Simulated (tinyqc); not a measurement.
Sp3 tight binding, zinc-blende lattice, step by step. Computed by tinyqc, a small Python program that keeps every step. Command: `OMP_NUM_THREADS=1 python tinyqc.py 28029 28030 out.jsonl` (the two numbers bound the seeds that draw the settings). One thread of a shared host (Intel(R) Xeon(R) Processor @ 2.60GHz), about 0.01 s of CPU time with the checks.

## Bloch Hamiltonian at k

Parameters chosen for this model: zinc-blende lattice, anion at 0, cation at a/4 (1,1,1); V = eta hbar^2 / (m d^2), hbar^2/m = 7.619964 eV angstrom^2:
```
parameter          value      unit
a               4.300000  angstrom
d               1.861955  angstrom
Es anion      -15.960000        eV
Ep anion       -5.850000        eV
Es cation     -15.960000        eV
Ep cation      -5.850000        eV
eta ss         -1.320000
eta sp          1.420000
eta pp sigma    2.220000
eta pp pi      -0.630000
V ss           -2.901273        eV
V sp            3.121067        eV
V pp sigma      4.879414        eV
V pp pi        -1.384699        eV
```

k point k (2 pi / a): 0.710000  -0.740000  -0.410000

Slater-Koster rules over the four bonds with direction cosines (l, m, n): ss V_ss; s-px l V_sp; px-s -l V_sp; px-px l^2 V_pps + (1 - l^2) V_ppp; px-py l m (V_pps - V_ppp); each times exp(i k.d).

H(k) at k (eV), lower triangle (Hermitian):
```
                      a s                a px                 a py                 a pz
a s            -15.960000
a px             0.000000           -5.850000
a py             0.000000            0.000000            -5.850000
a pz             0.000000            0.000000             0.000000            -5.850000
c s   -1.621483-5.742754i  1.747338+2.055716i  -1.543475-2.327236i  -4.750480-0.756141i
c px  -1.747338-2.055716i  0.393087+1.392183i   5.504696+0.876190i   1.788527+2.696723i
c py   1.543475+2.327236i  5.504696+0.876190i   0.393087+1.392183i  -2.024757-2.382095i
c pz   4.750480+0.756141i  1.788527+2.696723i  -2.024757-2.382095i   0.393087+1.392183i

             c s       c px       c py       c pz
c s   -15.960000
c px    0.000000  -5.850000
c py    0.000000   0.000000  -5.850000
c pz    0.000000   0.000000   0.000000  -5.850000
```

## Levels at k

Diagonalise the Hermitian matrix.

eigenvalues (eV): -23.726798  -16.566928  -12.259285  -12.084845  -4.011428  -1.145117  0.474638  2.299763

weights |c|^2 of the basis functions:
```
        band 1    band 2    band 3    band 4    band 5    band 6    band 7    band 8
a s   0.458855  0.217787  0.021739  0.022264  0.236225  0.023394  0.000118  0.019618
a px  0.006316  0.094010  0.092281  0.274665  0.044385  0.047665  0.259130  0.181549
a py  0.005818  0.098147  0.284181  0.067983  0.062526  0.057353  0.240590  0.183401
a pz  0.029011  0.090056  0.101799  0.135087  0.156864  0.371588  0.000161  0.115433
c s   0.458855  0.217787  0.021739  0.022264  0.236225  0.023394  0.000118  0.019618
c px  0.006316  0.094010  0.092281  0.274665  0.044385  0.047665  0.259130  0.181549
c py  0.005818  0.098147  0.284181  0.067983  0.062526  0.057353  0.240590  0.183401
c pz  0.029011  0.090056  0.101799  0.135087  0.156864  0.371588  0.000161  0.115433
```

## Bloch Hamiltonian at G

k point G (2 pi / a): 0  0  0

As before.

H(k) at G (eV), lower triangle:
```
             a s       a px       a py       a pz         c s       c px       c py       c pz
a s   -15.960000
a px    0.000000  -5.850000
a py    0.000000   0.000000  -5.850000
a pz    0.000000   0.000000   0.000000  -5.850000
c s   -11.605094   0.000000   0.000000   0.000000  -15.960000
c px    0.000000   2.813356   0.000000   0.000000    0.000000  -5.850000
c py    0.000000   0.000000   2.813356   0.000000    0.000000   0.000000  -5.850000
c pz    0.000000   0.000000   0.000000   2.813356    0.000000   0.000000   0.000000  -5.850000
```

## Levels at G

As before.

eigenvalues (eV): -27.565094  -8.663356  -8.663356  -8.663356  -4.354906  -3.036644  -3.036644  -3.036644

## Bands along a path

The same steps at evenly spaced points between the labelled ones.

Bands along the path (eV):
```
k             band 1      band 2      band 3      band 4     band 5     band 6     band 7     band 8
L         -23.356075  -17.856433  -11.432754  -11.432754  -5.096493  -0.267246  -0.267246   2.689001
L-G 0.33  -24.907218  -15.575376  -10.885285  -10.885285  -4.813522  -0.814715  -0.814715   1.676116
L-G 0.67  -26.828751  -11.510571   -9.555133   -9.555133  -4.295464  -2.144867  -2.144867  -0.985215
G         -27.565094   -8.663356   -8.663356   -8.663356  -4.354906  -3.036644  -3.036644  -3.036644
G-X 0.33  -26.571162  -10.892839  -10.684856  -10.684856  -3.303292  -2.852706  -1.015144  -1.015144
G-X 0.67  -23.777817  -15.115486  -13.218688  -13.218688  -2.428052  -2.298645   1.518688   1.518688
X         -19.708712  -19.708712  -14.202151  -14.202151  -2.101288  -2.101288   2.502151   2.502151
X-W 0.33  -19.708712  -19.708712  -14.202151  -14.202151  -2.101288  -2.101288   2.502151   2.502151
X-W 0.67  -19.708712  -19.708712  -14.202151  -14.202151  -2.101288  -2.101288   2.502151   2.502151
W         -19.708712  -19.708712  -14.202151  -14.202151  -2.101288  -2.101288   2.502151   2.502151
```

With 4 band(s) filled, the highest filled level on these points lies at G and the lowest empty one at L: a gap of 3.5669 eV, indirect.
